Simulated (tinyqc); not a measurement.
Formation energy of a charged point defect from supercell energies. From lowest formation energy back to growth condition x. Computed by tinyqc, a small Python program. Command: `OMP_NUM_THREADS=1 python tinyqc.py 3022949 3022950 out.jsonl formation inv`. One thread of a shared host (Intel(R) Xeon(R) Processor @ 2.30GHz), about 0.02 s of CPU time with the checks.

The host is a compound AB. Making the defect adds n_A = 0, n_B = -1 atoms to the cell. All total energies are inputs. E_F is counted from the valence-band maximum (VBM); x = 0 is A-rich and x = 1 B-rich growth.

Inputs (values chosen for the exercise, for a model compound AB):
```
quantity,value,unit
E_VBM of the host cell,3.899,eV
potential alignment dV,-0.14,eV
dielectric constant eps,7.88,-
cell length L,18.3,angstrom
mu_B of the pure element,-7.455,eV
formation enthalpy dH of AB,-4.58,eV
Fermi level E_F,2.53,eV
temperature T,800,K
site density N_s,3.8e+22,cm^-3
```

Defect: vacancy of B. Supercell lattice: fcc.

charge states q: [3, 2, 1, 0]

E(defect, q) - E(host), in the order of q (eV): [-8.051, -1.372, 4.423, 11.1]

Constants: e^2/(4 pi eps_0) = 14.39964548 eV angstrom; k_B = 8.617333262e-05 eV/K.

Method:
- dmu_A = x dH and dmu_B = (1 - x) dH, so that dmu_A + dmu_B = dH; mu = mu(element) + dmu.
- The reservoir term is sum n_i mu_i.
- Image-charge correction of a point charge in a neutralising background: E_corr = q^2 alpha e^2/(4 pi eps_0) / (2 eps L), alpha = 2.888282 for a fcc array with L the cube root of the volume.
- E_f(q, E_F) = [E(defect, q) - E(host)] - sum n_i mu_i + q (E_VBM + dV + E_F) + E_corr(q).
- E_f(q, E_F) = E_f(q, 0) + q E_F.
- c_q = N_s exp(-E_f(q, E_F)/k_B T), with all degeneracy factors one and no vibrational entropy.

Problem. A run gave the result below. Find the growth condition x, known to lie between 0.44 and 0.99.

lowest formation energy = 2.389026 eV

Solution.

Each step takes the trial c = (a f_b - b f_a)/(f_b - f_a), f being the result less the target and a, b, c the logarithms of the listed values; c replaces end b, the old b replaces a if the sign of f changed, and otherwise f_a is halved.

Scan of the range:
```
growth condition x,lowest formation energy (eV)
0.440,0.83641
0.504,1.12953
0.577,1.46387
0.660,1.84401
0.756,2.28369
0.865,2.78291
0.990,3.35541
```

False position (Illinois rule, in the logarithm of the input) inside the bracket:
```
step,end a,end b,trial,lowest formation energy (eV)
1,0.756000,0.865000,0.777794,2.38350
2,0.865000,0.777794,0.778938,2.38874
3,0.865000,0.778938,0.779056,2.38928
4,0.778938,0.779056,0.779000,2.38903
5,0.779056,0.779000,0.779000,2.38903
```

Lowest formation energy rises at every point of a 13-point scan of the range (every second point is shown), so one value fits; it is bracketed by 0.756 and 0.865. The scan shows a straight line, so linear interpolation between any two rows gives the answer at once. Answer: growth condition x = 0.7790.

Caution: E_f at E_F = 0 is negative for at least one charge state, so in equilibrium E_F cannot reach the valence-band maximum.
